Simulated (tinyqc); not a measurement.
Surface photovoltage measurement of the minority-carrier diffusion length in a wafer: one step, computed by the program tinyqc.

Low injection, steady light, a depletion layer much thinner than 1/alpha and L. The excess density dn is taken at the front edge of the neutral region; light that reaches the back is lost.

Question. One wavelength. alpha = (84.732/lambda - 76.417)^2 per cm with lambda in micrometre (an empirical fit for silicon between 0.7 and 1.05 micrometre). Thick wafer: dn = Phi L/((S_f + D/L)(L + 1/alpha)). Finite wafer, with s = S_b L/D, w = W/L, a = alpha L: dn = [Phi a/(a^2 - 1)] [a - B - exp(-alpha W)(a - s)/(cosh w + s sinh w)]/(S_f + B D/L), B = (sinh w + s cosh w)/(cosh w + s sinh w). Photovoltage V = (k_B T/e) ln(1 + dn/n_0). Lifetime = L^2/D.

Inputs (values chosen for the exercise, modelled on p-type silicon at room temperature):

| quantity | value | unit |
|---|---|---|
| diffusion length L | 16 | micrometre |
| wafer thickness W | 625 | micrometre |
| diffusivity D | 26.4 | cm^2/s |
| front recombination velocity S_f | 190 | cm/s |
| back recombination velocity S_b | 1400 | cm/s |
| photon flux entering | 1.8e+13 | 1/(cm^2 s) |
| minority density at the surface barrier scale n_0 | 1.4e+08 | 1/cm^3 |
| temperature T | 298 | K |
| wavelength | 825 | nm |

Constants: k_B = 8.617333262e-05 eV/K.

Give: alpha; penetration depth 1/alpha; dn, thick wafer; B; dn, finite wafer; photovoltage V; lifetime.

Answer.

alpha = 691.08 1/cm

penetration depth 1/alpha = 14.470 micrometre

dn, thick wafer = 5.6632e+08 1/cm^3

B = 1

dn, finite wafer = 5.6632e+08 1/cm^3

photovoltage V = 41.561 mV

lifetime = 0.096970 microsecond

Caution: dn is not small against n_0, so V is not linear in the flux; the constant-flux reading then needs dn, not V.
